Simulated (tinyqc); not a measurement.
# Off-state leakage of single and stacked transistors: subthreshold current against the height of the stack

n-channel devices of unit width. Subthreshold current I(Vg, Vs, Vd) = I0 (T/300 K)^0.5 exp[(Vg - Vs - VT(T) - gb (Vs - Vb) + dd (Vd - Vs))/(nf Vt)] (1 - exp(-(Vd - Vs)/Vt)), VT(T) = VT - cT (T - 300 K). Gate-edge tunnelling Ig (Vd/1 V) exp(ag (Vd - 1 V)), for a gate at 0 V, and band-to-band leakage Ab u exp(-Bb/u), u = Vd - Vb + 1 V, flow at a drain held at V; both are taken as independent of T. In a stack of off transistors (all gates at 0 V) the same subthreshold current passes through each.

All n gates at 0 V, bottom source at 0 V, top drain at V; node voltages follow from equal currents.

Values chosen for this exercise; values of the order met in bulk silicon logic transistors:
```
symbol,value,unit,meaning
T,358,K,temperature
V,0.7,V,supply voltage
VT,0.48,V,"threshold at 300 K, zero drain and body bias"
cT,0.5,mV/K,fall of the threshold with temperature
I0,0.12,uA/um,current at threshold at 300 K
nf,1.52,,slope factor
dd,0.14,,drain-induced lowering per volt
gb,0.13,,rise of the threshold per volt of source-body bias
Vb,-0.3,V,body voltage
```

Constants: q = 1.602176634e-19 C, kB = 1.380649e-23 J/K, Vt = kB T/q. Results are converted to the units shown.

Subthreshold current against the height of the stack:
```
n,I (nA/um),reduction factor,drain voltage of the bottom device (mV),source voltage of the top device (mV),voltage across the top device (V)
1,0.03069,1.000,700.0,0,0.7000
2,0.004273,7.183,72.80,72.80,0.6272
3,0.002290,13.40,25.28,95.83,0.6042
4,0.001569,19.56,15.48,109.8,0.5902
5,0.001195,25.68,11.20,119.8,0.5802
6,9.656e-4,31.79,8.782,127.7,0.5723
```

The second transistor cuts the current by a factor of 7.18, the third by a further 1.87 and the sixth by 1.24. The top device keeps 81.8 % of the supply at n = 6, while the drain voltage of the bottom one falls to 0.285 Vt.

Numbers from tinyqc (`OMP_NUM_THREADS=1 python tinyqc.py 2242171 2242172 out.jsonl`; about 0.03 s on one thread of a shared Intel Xeon 2.30GHz).
